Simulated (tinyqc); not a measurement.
What moves the results: Penn model of the dielectric constant and Phillips ionicity. A value that a table varies takes the place of the one given here.

n = 32/a^3; Ep^2 = 8 pi c e2 n with c = hbar^2/2m0, e2 = e^2/(4 pi eps0); EF = c (3 pi^2 n)^(2/3); eps = 1 + (Ep/Eg)^2 S with S = 1 - Eg/(4 EF) + (Eg/(4 EF))^2/3, Eg the Penn gap. Core d shells are left out.

Phillips: bond length d = sqrt(3) a/4; homopolar gap Eh = 39.74 d^(-2.48) eV (d in angstrom); Eg^2 = Eh^2 + C^2; ionicity fi = C^2/Eg^2.

Constants: hbar^2/2m0 = 3.80998211 eV angstrom^2; e^2/(4 pi eps0) = 14.39964547 eV angstrom.

Values chosen for the exercise (out of a larger set: near those of SiC; not measured data): a = 4.348 angstrom (cubic lattice constant, 32 valence electrons a cell); C0 = 3.55 eV (ionic gap, held fixed); ei = 6.52 (high-frequency dielectric constant).

## Dielectric constant under pressure

The lattice constant is scaled by the factor listed; C = C0.

Results:
```
factor,Eh (eV),Eg (eV),Ep (eV),eps,fi
0.94,9.647,10.279,25.422,6.430,0.119
0.96,9.156,9.820,24.632,6.587,0.131
0.98,8.700,9.396,23.881,6.739,0.143
0.99,8.483,9.196,23.520,6.812,0.149
1.00,8.275,9.004,23.169,6.884,0.155
1.01,8.073,8.819,22.825,6.954,0.162
1.02,7.878,8.641,22.490,7.021,0.169
1.04,7.508,8.305,21.845,7.151,0.183
```

d ln eps/d ln a = +1.03 around factor 1: eps falls under compression. Ep^2 goes as a^-3 and Eh^2 as a^-4.96; with C fixed Eg^2 goes as a^-4.19 at fi = 0.155, and leaving S aside the two powers balance at fi = 0.395. The slope is a difference of two powers and the model omits d shells and any change of C, so it is no prediction for a real crystal; eps from C0 (row 1.00) need not match a measured ei.

## What moves the Penn gap and the ionicity

Eg from ei; fi = 1 - (Eh/Eg)^2, printed even where negative. Each row changes one parameter from the base and keeps the others.

Results:
```
case,Ep (eV),Eg (eV),Eh (eV),fi
base,23.169,9.279,8.275,0.205
a = 4.435 angstrom,22.490,9.002,7.878,0.234
ei = 5.87,23.169,9.842,8.275,0.293
```

The largest shifts from the base row, up to three for each result and ties (the steps differ in size, so this ranks the rows, not the parameters). Ep (eV): a -0.678; unchanged at the printed digits by ei. Eg (eV): ei +0.563, a -0.277. Eh (eV): a -0.397; unchanged at the printed digits by ei. fi: ei +0.088, a +0.029. With the tabulated Phillips C of about 3.9 eV, fi would be 0.18; this model leaves out the d-shell factor.

Run: tinyqc, `OMP_NUM_THREADS=1 python tinyqc.py 1681456 1681457 out.jsonl`; Intel(R) Xeon(R) Processor @ 2.30GHz, one thread, shared host; about 0.01 s of CPU time with all checks.
